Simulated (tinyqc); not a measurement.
Worked calculation: CIS on RHF in the sto-3g basis, for H3-, spin multiplicity 1. The basis has no diffuse functions, so it cannot describe the extra electron: this is an exercise in the method, not the real anion. Computed by tinyqc, a small Python program that keeps every step (integrals from PySCF). Settings: charge = -1, multiplicity = 1, basis = sto-3g, method = RHF, energy threshold = 1e-10, iteration cap = 68, orthogonalisation = symmetric, start = atomic densities, DIIS depth = 6. Command: `OMP_NUM_THREADS=1 python tinyqc.py 30359 30360 out.jsonl` (the two numbers bound the seeds that draw the settings). One thread of a shared host (Intel(R) Xeon(R) Processor @ 2.60GHz), about 0.06 s of CPU time with the checks. The early iterations of the SCF are left out here.

## One-electron integrals

Geometry (angstrom):

| atom | x | y | z |
|---|---|---|---|
| H | 0.00000 | 0.00000 | 0.00000 |
| H | 0.00000 | 0.00000 | 1.20700 |
| H | 0.00000 | 0.00000 | -1.20700 |

Basis sto-3g: exponents (1/bohr^2) and contraction coefficients of normalised primitives:

| element | l (shell) | exponent | coefficient |
|---|---|---|---|
| H | s (1) | 3.42525 | 0.15433 |
| H | s (1) | 0.62391 | 0.53533 |
| H | s (1) | 0.16886 | 0.44463 |

Overlap, kinetic and nuclear-attraction integrals over the contracted functions; the nuclear repulsion is the sum of Za Zb / Rab.

nuclear repulsion = 1.0960588 hartree

overlap S:
```
         1H 1s    2H 1s    3H 1s
1H 1s  1.00000  0.38352  0.38352
2H 1s  0.38352  1.00000  0.05809
3H 1s  0.38352  0.05809  1.00000
```

kinetic energy T (hartree):
```
         1H 1s     2H 1s     3H 1s
1H 1s  0.76003   0.05131   0.05131
2H 1s  0.05131   0.76003  -0.01111
3H 1s  0.05131  -0.01111   0.76003
```

nuclear attraction V (hartree):
```
          1H 1s     2H 1s     3H 1s
1H 1s  -2.09157  -0.67325  -0.67325
2H 1s  -0.67325  -1.87830  -0.09430
3H 1s  -0.67325  -0.09430  -1.87830
```

core Hamiltonian H = T + V (hartree):
```
          1H 1s     2H 1s     3H 1s
1H 1s  -1.33154  -0.62195  -0.62195
2H 1s  -0.62195  -1.11826  -0.10541
3H 1s  -0.62195  -0.10541  -1.11826
```

## Two-electron integrals

Functions are numbered as in S; the eight-fold symmetry (ij|kl) = (ji|kl) = (kl|ij) leaves the list below.

Two-electron integrals (ij|kl) in chemists' order, unique and non-zero (hartree):
```
(11|11) 0.77461   (21|11) 0.22423   (21|21) 0.08945   (22|11) 0.41595
(22|21) 0.22423   (22|22) 0.77461   (31|11) 0.22423   (31|21) 0.06100
(31|22) 0.11317   (31|31) 0.08945   (32|11) 0.03286   (32|21) 0.01107
(32|22) 0.02442   (32|31) 0.01107   (32|32) 0.00164   (33|11) 0.41595
(33|21) 0.11317   (33|22) 0.21906   (33|31) 0.22423   (33|32) 0.02442
(33|33) 0.77461
```

## Orthogonalisation

S = U s U^T; symmetric (Loewdin) form X = U s^(-1/2) U^T, so that X^T S X = 1.

eigenvalues of S: 0.48588  0.94191  1.57220

X:
```
          1H 1s     2H 1s     3H 1s
1H 1s   1.13310  -0.22492  -0.22492
2H 1s  -0.22492   1.06471   0.03433
3H 1s  -0.22492   0.03433   1.06471
```

## Iteration 9 (converged): orbitals

converged F (hartree):
```
          1H 1s     2H 1s     3H 1s
1H 1s   0.13655  -0.21793  -0.21793
2H 1s  -0.21793   0.13053  -0.02804
3H 1s  -0.21793  -0.02804   0.13053
```

Diagonalise F' = X^T F X, C = X C', fill 2 alpha and 2 beta electrons from the bottom; D = 2 C_occ C_occ^T. Each column has its largest component positive (the first on a tie).

F' = X^T F X (hartree):
```
          1         2         3
1   0.40785  -0.35358  -0.35358
2  -0.35358   0.26073   0.09237
3  -0.35358   0.09237   0.26073
```

orbital energies (hartree): MO1 -0.12031, MO2 0.16835, MO3 0.88126

coefficients C:
```
           MO1       MO2       MO3
1H 1s  0.54803   0.00000   1.04152
2H 1s  0.40971   0.72858  -0.69762
3H 1s  0.40971  -0.72858  -0.69762
```

D after iteration 9:
```
         1H 1s     2H 1s     3H 1s
1H 1s  0.60067   0.44906   0.44906
2H 1s  0.44906   1.39738  -0.72595
3H 1s  0.44906  -0.72595   1.39738
```

## Convergence

Stop when the energy changes by less than 1e-10 hartree and every element of the error matrix X^T (F D S - S D F) X is below 3e-06.

Course of the cycle:

| iteration | E (hartree) | change | largest element of the error matrix |
|---|---|---|---|
| 1 | -1.0511736 | - | 6.82e-03 |
| 2 | -1.2996846 | -2.49e-01 | 2.72e-02 |
| 3 | -1.2999651 | -2.80e-04 | 2.21e-02 |
| 4 | -1.2999999 | -3.48e-05 | 2.14e-02 |
| 5 | -1.3000188 | -1.89e-05 | 2.10e-02 |
| 6 | -1.3000316 | -1.28e-05 | 2.07e-02 |
| 7 | -1.3000412 | -9.62e-06 | 2.05e-02 |
| 8 | -1.3005102 | -4.69e-04 | 9.43e-06 |
| 9 | -1.3005102 | -9.91e-11 | 2.34e-08 |

PySCF RHF in the same basis = -1.3005102 hartree

Converged in 9 iterations.

## Integrals over molecular orbitals

(pq|rs) = sum C_ip C_jq C_kr C_ls (ij|kl), one index at a time.

one-electron integrals over orbitals h = C^T H C (hartree):
```
          1         2         3
1  -1.36929   0.00000  -0.11576
2   0.00000  -1.07532   0.00000
3  -0.11576   0.00000  -0.82788
```

Two-electron integrals over orbitals (pq|rs), unique and non-zero (hartree):
```
(11|11) 0.51210    (21|21) 0.16102    (22|11) 0.44895    (22|22) 0.50680
(31|11) 0.07669    (31|22) -0.05352   (31|31) 0.14340    (32|21) -0.14611
(32|32) 0.14846    (33|11) 0.53398    (33|22) 0.46652    (33|31) 0.09053
(33|33) 0.58230
```

## CIS matrix, singlets

A(ia,jb) = (e_a - e_i) d_ij d_ab + 2 (ia|jb) - (ij|ab).

CIS matrix A, singlet (hartree):
```
         1>3      2>3
1>3  0.75439  0.00000
2>3  0.00000  0.54331
```

## CIS singlet states

dipole integrals <i|r|a> (bohr):
```
           x        y         z
1>3  0.00000  0.00000   0.00000
2>3  0.00000  0.00000  -1.65483
```

Diagonalise A (1 hartree = 27.211386 eV); each vector has its largest component positive (the first on a tie). The transition dipole is mu = sqrt2 sum c_ia <i|r|a>.

singlet excitation energies (eV): 14.78430  20.52808

lowest vectors:
```
     state 1  state 2
1>3  0.00000  1.00000
2>3  1.00000  0.00000
```

oscillator strengths 2/3 w |mu|^2: 1.98380  0.00000

## CIS matrix, triplets

A(ia,jb) = (e_a - e_i) d_ij d_ab - (ij|ab).

CIS matrix A, triplet (hartree):
```
         1>3      2>3
1>3  0.46759  0.00000
2>3  0.00000  0.24639
```

## CIS triplet states

Diagonalise A (1 hartree = 27.211386 eV); each vector has its largest component positive (the first on a tie).

triplet excitation energies (eV): 6.70460  12.72366

lowest vectors:
```
     state 1  state 2
1>3  0.00000  1.00000
2>3  1.00000  0.00000
```
